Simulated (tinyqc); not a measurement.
Classical nucleation, growth and JMAK kinetics of crystallisation from a melt or glass: one step, computed by the program tinyqc.

A spherical nucleus cap on a flat wall with a sharp interface of isotropic energy gamma; lambda = Omega^(1/3) is the jump distance.

Question. Fraction transformed and grain size. JMAK with steady nucleation and growth, nuclei spread at random: extended fraction X_e = (pi/3) I u^3 t^4, X = 1 - exp(-X_e); t_X = [-3 ln(1 - X)/(pi I u^3)]^(1/4); final grains per volume = Gamma(5/4) (3/pi)^(1/4) (I/u)^(3/4), Gamma(5/4) = 0.9064024771. Grain size = (grains per volume)^(-1/3).

Inputs (values chosen for the exercise, for a model substance): temperature T = 1144 K; wall area per volume S_v = 6.1e+06 1/m; time t = 1.3e-06 s.

Nucleation: on a flat wall. Driving force: Thompson-Spaepen.

nucleation rate I = 3.375768e+27 1/(m^3 s)

growth velocity u = 3.903316e-07 m/s

Give: extended fraction; fraction X at t; half time t_0.5; grains per volume; grain size.

Answer.

extended fraction = 6.004e-16

fraction X at t = 6.004e-16

half time t_0.5 = 0.007578 s

grains per volume = 2.541e+25 1/m^3

grain size = 0.003401 micrometre

t is 1.7e-4 half times: nearly nothing has crystallised. Caution: the grain size is near the critical size, where JMAK theory fails. Caution: grains come out smaller than the spacing of the walls, so nuclei are not spread at random as JMAK assumes.
